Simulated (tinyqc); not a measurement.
## Electron continuity equation in a given potential, Scharfetter-Gummel discretisation: three discretisations compared

Steady state in one dimension: J = q mu n E + q D dn/dx with E = -dpsi/dx and D = mu Vt, dJ/dx = 0, fixed densities nL and nR at the ends. The potential is given, psi = 0 for x < L/2 and U (2 x/L - 1) beyond, and is not changed by the electrons.

12 equal intervals. Fluxes J_i = (q D/h)(n_(i+1) P_i - n_i Q_i), d_i = (psi_(i+1) - psi_i)/Vt: Scharfetter-Gummel P = B(d), Q = B(-d), B(d) = d/(exp(d) - 1); central P = 1 - d/2, Q = 1 + d/2; upwind P = 1 + max(-d, 0), Q = 1 + max(d, 0). Balance at each inner node: J_i - J_(i-1) = 0. The reference is Scharfetter-Gummel on 2400 intervals.

Values chosen for this exercise; mobility close to that of cadmium telluride at room temperature:

| symbol | value | unit | meaning |
|---|---|---|---|
| T | 273 | K | temperature |
| mu | 988 | cm^2/(V s) | electron mobility |
| L | 6.7 | um | length of the region |
| nL | 3.3e13 | cm^-3 | density at x = 0 |
| nR | 0 | cm^-3 | density at x = L |
| U | 0.47 | V | potential difference psi(L) - psi(0) |

Constants: q = 1.602176634e-19 C, kB = 1.380649e-23 J/K, Vt = kB T/q. Results are converted to the units shown.

Densities (cm^-3):

| node | Scharfetter-Gummel | central | upwind | reference |
|---|---|---|---|---|
| 0 | 3.3000e13 | 3.3000e13 | 3.3000e13 | 3.3000e13 |
| 1 | 2.7762e13 | 2.7762e13 | 2.7762e13 | 2.7762e13 |
| 2 | 2.2524e13 | 2.2524e13 | 2.2524e13 | 2.2524e13 |
| 3 | 1.7287e13 | 1.7286e13 | 1.7286e13 | 1.7287e13 |
| 4 | 1.2049e13 | 1.2048e13 | 1.2049e13 | 1.2049e13 |
| 5 | 6.8109e12 | 6.8106e12 | 6.8107e12 | 6.8109e12 |
| 6 | 1.5730e12 | 1.5727e12 | 1.5728e12 | 1.5730e12 |
| 7 | 1.5730e12 | 1.5746e12 | 1.5720e12 | 1.5730e12 |
| 8 | 1.5730e12 | 1.5670e12 | 1.5686e12 | 1.5730e12 |
| 9 | 1.5730e12 | 1.5975e12 | 1.5537e12 | 1.5730e12 |
| 10 | 1.5710e12 | 1.4751e12 | 1.4891e12 | 1.5710e12 |
| 11 | 1.5167e12 | 1.9655e12 | 1.2097e12 | 1.5167e12 |
| 12 | 0 | 0 | 0 | 0 |

What does the table show?

Largest errors as a share of the largest reference density listed: Scharfetter-Gummel under 1e-7 %, central 1.4 %, upwind 0.93 %. The largest |d| is 3.33. Central differences oscillate from node to node, since P or Q changes sign once |d| exceeds 2. Upwinding stays positive but acts as if D were larger by the factor 1 + |d|/2, up to 2.66 here.

Program tinyqc, `OMP_NUM_THREADS=1 python tinyqc.py 2220046 2220047 out.jsonl`; Intel Xeon 2.30GHz, shared host, one thread, about 0.01 s.
